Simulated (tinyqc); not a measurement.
Gate-all-around wire with two subbands, quantum capacitance: one step of the calculation.

phi is the Fermi level above the lowest subband edge, in volts; Vg is counted from the gate voltage at which an empty wire would have phi = 0. Both directions of motion are filled (equilibrium).

Problem. Charge and capacitances at the solution. N1 = gv sqrt(2 md m0 kB T/(pi hbar^2)); n1 = N1 F(phi/Vt), n2 = g2 N1 F((phi - E2)/Vt), n = n1 + n2, F(e) = (1/sqrt(pi)) int_0^infinity u^(-1/2) du/(1 + exp(u - e)); Cq = q dn/dphi = (q N1/Vt) [F'(phi/Vt) + g2 F'((phi - E2)/Vt)]. 1/C_G = 1/Cox + 1/(Cq); dphi/dVg = Cox/(Cox + Cq).

Parameters, values chosen for the exercise:
- T = 150 K (temperature)
- md = 0.31 m0 (mass along the wire)
- gv = 4 (valley degeneracy)
- E2 = 0.19 eV (second subband above the first)
- g2 = 1 (orbital degeneracy of the second subband)

Constants: q = 1.602176634e-19 C, kB = 1.380649e-23 J/K, hbar = 1.054571817e-34 J s, m0 = 9.1093837015e-31 kg, Vt = kB T/q. Results are converted to the units shown.

converged phi = -0.012940875 V
Cox = 1.0345835 pF/cm

Give: n; Cq; C_G; dphi/dVg.

Solution.

n = 2.1499e6 cm^-1
Cq = 21.467 pF/cm
C_G = 0.98702 pF/cm
dphi/dVg = 0.045978

Cq is 20.7 times Cox, so C_G is 95.4 % of Cox.

Computed by the program tinyqc: `OMP_NUM_THREADS=1 python tinyqc.py 2200026 2200027 out.jsonl`, one thread of a shared Intel Xeon 2.30GHz, about 0.01 s for the whole run.
